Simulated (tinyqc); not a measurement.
Worked calculation: inverse iteration on a symmetric matrix. Computed by tinyqc, a small Python program that keeps every step. Settings: method = inverse, shift = 0.31. Command: `OMP_NUM_THREADS=1 python tinyqc.py 27587 27588 out.jsonl` (the two numbers bound the seeds that draw the settings). One thread of a shared host (Intel(R) Xeon(R) Processor @ 2.60GHz), about 0.01 s of CPU time with the checks.

## Step 1

A, lower triangle:
```
           1          2         3         4
1   1.164000
2  -0.271000   1.486000
3   0.202000  -0.288000  2.092000
4  -0.036000  -0.085000  0.424000  5.434000
```

vector v at the start: 0.500000  0.500000  0.500000  0.500000

shift = 0.310000

solve (A - shift) w = v; v' = w/|w| with its largest component positive (the first on a tie); lambda = v'^T A v'.

vector after step 1: 0.707561  0.645703  0.273601  0.086994

Rayleigh quotient after step 1 = 1.135063

## Step 2

As before.

vector after step 2: 0.778880  0.615299  0.120079  0.018269

Rayleigh quotient after step 2 = 1.035115

## Course of the iteration

Stop when the residual |A v - lambda v| is below 1e-9.

Steps:
```
step      lambda  residual
1     1.13506295  4.96e-01
2     1.03511471  1.36e-01
3     1.01648654  6.83e-02
4     1.01032331  4.02e-02
5     1.00807713  2.44e-02
6     1.00723891  1.49e-02
7     1.00692369  9.14e-03
8     1.00680485  5.61e-03
9     1.00676001  3.45e-03
10    1.00674308  2.12e-03
11    1.00673670  1.30e-03
12    1.00673428  8.00e-04
13    1.00673337  4.91e-04
14    1.00673303  3.02e-04
15    1.00673290  1.85e-04
16    1.00673285  1.14e-04
17    1.00673283  7.00e-05
18    1.00673283  4.30e-05
19    1.00673282  2.64e-05
20    1.00673282  1.62e-05
21    1.00673282  9.98e-06
22    1.00673282  6.13e-06
23    1.00673282  3.77e-06
24    1.00673282  2.31e-06
25    1.00673282  1.42e-06
26    1.00673282  8.73e-07
27    1.00673282  5.37e-07
28    1.00673282  3.30e-07
29    1.00673282  2.03e-07
30    1.00673282  1.24e-07
```

all eigenvalues, for comparison: 1.006733  1.444007  2.234687  5.490573

Not converged in 30 steps: the residual falls only by the ratio of the two smallest distances of eigenvalues from the shift, 0.61 a step.
